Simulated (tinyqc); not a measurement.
Channel mobility from two channel lengths.

Inverse problem. Two power MOSFETs differ only in channel length: R_on = R_rest + Lc (Wp + a)/(2 mch Cox Vov), Cox = 3.9 eps0/tox. Find mch and R_rest.

Inputs (values chosen for the exercise): gate oxide thickness (eps_r 3.9) tox = 40 nm; gate overdrive Vov = 4 V; width of the p body in one cell, channels included Wp = 3.9 um; gap between neighbouring p bodies a = 2.2 um.

Constants: eps0 = 8.8541878128e-14 F/cm where lengths are in cm. Results are converted to the units shown.

R_on at Lc = 0.57 and 1.5 um (mohm cm^2): 2.8678186  3.1416279

Answer. R_on is a straight line in Lc; its slope gives mch and its intercept the rest.

mch = 300.0 cm^2/(V s)
R_rest = 2.700 mohm cm^2

Computed by the program tinyqc: `OMP_NUM_THREADS=1 python tinyqc.py 2230148 2230149 out.jsonl`, one thread of a shared Intel Xeon 2.30GHz, about 0.01 s for the whole run.
